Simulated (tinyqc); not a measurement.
Worked calculation: UHF in the sto-3g basis, for BeH, spin multiplicity 2. This run ends on a higher stationary point, not on the lowest solution. One step of it, computed by the program tinyqc.

Task: Iteration 3: building the Fock matrix. J_ij = sum D_kl (ij|kl) with D = D(alpha) + D(beta), K_ij = sum D_kl (ik|jl) for each spin; F = H + J - K(s); E = tr D H + tr D J / 2 - 0.5 sum_s tr D(s) K(s) + E_nn.

D(alpha) after iteration 2, order 1Be 1s, 1Be 2s, 1Be 2px, 1Be 2py, 1Be 2pz, 2H 1s:
$$\begin{pmatrix}
1.021386 & -0.076932 & 0.000000 & 0.000000 & -0.057090 & -0.102527 \\
-0.076932 & 0.311292 & 0.000000 & 0.000000 & 0.155001 & 0.277205 \\
0.000000 & 0.000000 & 0.232892 & -0.422674 & 0.000000 & 0.000000 \\
0.000000 & 0.000000 & -0.422674 & 0.767108 & 0.000000 & 0.000000 \\
-0.057090 & 0.155001 & 0.000000 & 0.000000 & 0.077532 & 0.138666 \\
-0.102527 & 0.277205 & 0.000000 & 0.000000 & 0.138666 & 0.248005
\end{pmatrix}$$

D(beta) after iteration 2, order 1Be 1s, 1Be 2s, 1Be 2px, 1Be 2py, 1Be 2pz, 2H 1s:
$$\begin{pmatrix}
1.012590 & -0.043708 & 0.000000 & 0.000000 & -0.051294 & -0.099400 \\
-0.043708 & 0.187077 & 0.000000 & 0.000000 & 0.126317 & 0.252732 \\
0.000000 & 0.000000 & 0.000000 & 0.000000 & 0.000000 & 0.000000 \\
0.000000 & 0.000000 & 0.000000 & 0.000000 & 0.000000 & 0.000000 \\
-0.051294 & 0.126317 & 0.000000 & 0.000000 & 0.085764 & 0.171525 \\
-0.099400 & 0.252732 & 0.000000 & 0.000000 & 0.171525 & 0.343053
\end{pmatrix}$$

core Hamiltonian H = T + V (hartree), order 1Be 1s, 1Be 2s, 1Be 2px, 1Be 2py, 1Be 2pz, 2H 1s:
$$\begin{pmatrix}
-8.256791 & -2.033385 & 0.000000 & 0.000000 & -0.017525 & -0.532560 \\
-2.033385 & -2.467721 & 0.000000 & 0.000000 & -0.146259 & -1.160411 \\
0.000000 & 0.000000 & -1.961649 & 0.000000 & 0.000000 & 0.000000 \\
0.000000 & 0.000000 & 0.000000 & -1.961649 & 0.000000 & 0.000000 \\
-0.017525 & -0.146259 & 0.000000 & 0.000000 & -2.076204 & -1.208680 \\
-0.532560 & -1.160411 & 0.000000 & 0.000000 & -1.208680 & -2.013811
\end{pmatrix}$$

Two-electron integrals (ij|kl) in chemists' order, unique and non-zero (hartree):
```
(11|11) 2.298831   (21|11) 0.392036   (21|21) 0.079539   (22|11) 0.570988
(22|21) 0.143041   (22|22) 0.417683   (31|31) 0.014607   (32|31) 0.021888
(32|32) 0.092265   (33|11) 0.569578   (33|21) 0.143083   (33|22) 0.417589
(33|33) 0.449859   (41|41) 0.014607   (42|41) 0.021888   (42|42) 0.092265
(43|43) 0.024249   (44|11) 0.569578   (44|21) 0.143083   (44|22) 0.417589
(44|33) 0.401360   (44|44) 0.449859   (51|51) 0.014607   (52|51) 0.021888
(52|52) 0.092265   (53|53) 0.024249   (54|54) 0.024249   (55|11) 0.569578
(55|21) 0.143083   (55|22) 0.417589   (55|33) 0.401360   (55|44) 0.401360
(55|55) 0.449859   (61|11) 0.099848   (61|21) 0.020240   (61|22) 0.036663
(61|33) 0.036396   (61|44) 0.036396   (61|51) 0.001815   (61|52) 0.003393
(61|55) 0.037218   (61|61) 0.005408   (62|11) 0.221393   (62|21) 0.056162
(62|22) 0.176102   (62|33) 0.169680   (62|44) 0.169680   (62|51) 0.007387
(62|52) 0.043496   (62|55) 0.188789   (62|61) 0.015792   (62|62) 0.106550
(63|31) 0.005416   (63|32) 0.024672   (63|53) 0.007733   (63|63) 0.010411
(64|41) 0.005416   (64|42) 0.024672   (64|54) 0.007733   (64|64) 0.010411
(65|11) 0.230293   (65|21) 0.059178   (65|22) 0.194735   (65|33) 0.183213
(65|44) 0.183213   (65|51) 0.012103   (65|52) 0.068046   (65|55) 0.217579
(65|61) 0.017479   (65|62) 0.134589   (65|65) 0.176553   (66|11) 0.386277
(66|21) 0.099816   (66|22) 0.348841   (66|33) 0.323494   (66|44) 0.323494
(66|51) 0.016161   (66|52) 0.119990   (66|55) 0.399257   (66|61) 0.028961
(66|62) 0.262921   (66|65) 0.353986   (66|66) 0.774606
```

nuclear repulsion = 1.55869576 hartree

Give: Coulomb J; exchange K(alpha); exchange K(beta); F(alpha); F(beta); total energy of this density.

Result:

Coulomb J (hartree), order 1Be 1s, 1Be 2s, 1Be 2px, 1Be 2py, 1Be 2pz, 2H 1s:
$$\begin{pmatrix}
6.0938 & 1.1630 & 0.0000 & 0.0000 & 0.0333 & 0.3030 \\
1.1630 & 2.3196 & 0.0000 & 0.0000 & 0.2050 & 1.0934 \\
0.0000 & 0.0000 & 2.2803 & -0.0205 & 0.0000 & 0.0000 \\
0.0000 & 0.0000 & -0.0205 & 2.3062 & 0.0000 & 0.0000 \\
0.0333 & 0.2050 & 0.0000 & 0.0000 & 2.3629 & 1.2599 \\
0.3030 & 1.0934 & 0.0000 & 0.0000 & 1.2599 & 2.3326
\end{pmatrix}$$

exchange K(alpha) (hartree), order 1Be 1s, 1Be 2s, 1Be 2px, 1Be 2py, 1Be 2pz, 2H 1s:
$$\begin{pmatrix}
2.3208 & 0.4249 & 0.0000 & 0.0000 & -0.0031 & 0.1080 \\
0.4249 & 0.4133 & 0.0000 & 0.0000 & 0.1978 & 0.3465 \\
0.0000 & 0.0000 & 0.1828 & -0.1799 & 0.0000 & 0.0000 \\
0.0000 & 0.0000 & -0.1799 & 0.4102 & 0.0000 & 0.0000 \\
-0.0031 & 0.1978 & 0.0000 & 0.0000 & 0.2388 & 0.3109 \\
0.1080 & 0.3465 & 0.0000 & 0.0000 & 0.3109 & 0.5302
\end{pmatrix}$$

exchange K(beta) (hartree), order 1Be 1s, 1Be 2s, 1Be 2px, 1Be 2py, 1Be 2pz, 2H 1s:
$$\begin{pmatrix}
2.3025 & 0.4039 & 0.0000 & 0.0000 & -0.0019 & 0.1046 \\
0.4039 & 0.2834 & 0.0000 & 0.0000 & 0.1998 & 0.3196 \\
0.0000 & 0.0000 & 0.0498 & 0.0000 & 0.0000 & 0.0000 \\
0.0000 & 0.0000 & 0.0000 & 0.0498 & 0.0000 & 0.0000 \\
-0.0019 & 0.1998 & 0.0000 & 0.0000 & 0.2359 & 0.3393 \\
0.1046 & 0.3196 & 0.0000 & 0.0000 & 0.3393 & 0.5857
\end{pmatrix}$$

F(alpha) (hartree), order 1Be 1s, 1Be 2s, 1Be 2px, 1Be 2py, 1Be 2pz, 2H 1s:
$$\begin{pmatrix}
-4.4837 & -1.2952 & 0.0000 & 0.0000 & 0.0188 & -0.3376 \\
-1.2952 & -0.5614 & 0.0000 & 0.0000 & -0.1390 & -0.4136 \\
0.0000 & 0.0000 & 0.1358 & 0.1594 & 0.0000 & 0.0000 \\
0.0000 & 0.0000 & 0.1594 & -0.0656 & 0.0000 & 0.0000 \\
0.0188 & -0.1390 & 0.0000 & 0.0000 & 0.0480 & -0.2597 \\
-0.3376 & -0.4136 & 0.0000 & 0.0000 & -0.2597 & -0.2114
\end{pmatrix}$$

F(beta) (hartree), order 1Be 1s, 1Be 2s, 1Be 2px, 1Be 2py, 1Be 2pz, 2H 1s:
$$\begin{pmatrix}
-4.4655 & -1.2743 & 0.0000 & 0.0000 & 0.0177 & -0.3342 \\
-1.2743 & -0.4315 & 0.0000 & 0.0000 & -0.1410 & -0.3866 \\
0.0000 & 0.0000 & 0.2688 & -0.0205 & 0.0000 & 0.0000 \\
0.0000 & 0.0000 & -0.0205 & 0.2947 & 0.0000 & 0.0000 \\
0.0177 & -0.1410 & 0.0000 & 0.0000 & 0.0508 & -0.2880 \\
-0.3342 & -0.3866 & 0.0000 & 0.0000 & -0.2880 & -0.2669
\end{pmatrix}$$

total energy of this density = -14.814045 hartree
